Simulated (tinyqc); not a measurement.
Extended Hueckel theory, for H3+, step by step. The parameters take no account of the charge, which enters only through the electron count. One step of it, computed by the program tinyqc.

Question. Orbitals. Solve H C = S C e through S^(-1/2); fill by pairs from the bottom, a degenerate level sharing its electrons equally; each orbital has its largest coefficient positive (the first on a tie).

H (eV), lower triangle:
```
,1H 1s,2H 1s,3H 1s
1H 1s,-13.600000
2H 1s,-15.845325,-13.600000
3H 1s,-14.725838,-14.725838,-13.600000
```

overlap S, lower triangle:
```
,1H 1s,2H 1s,3H 1s
1H 1s,1.000000
2H 1s,0.582549,1.000000
3H 1s,0.541391,0.541391,1.000000
```

valence electrons = 2

Give: orbital energies; occupations; coefficients; sum of one-electron energies.

Answer.

orbital energies (eV): -20.7559  1.6076  5.3787

occupations: 2.0000  0.0000  0.0000

coefficients:
```
,MO1,MO2,MO3
1H 1s,0.4007,-0.5842,1.0944
2H 1s,0.4007,-0.5842,-1.0944
3H 1s,0.3907,1.1982,0.0000
```

sum of one-electron energies = -41.5118 eV
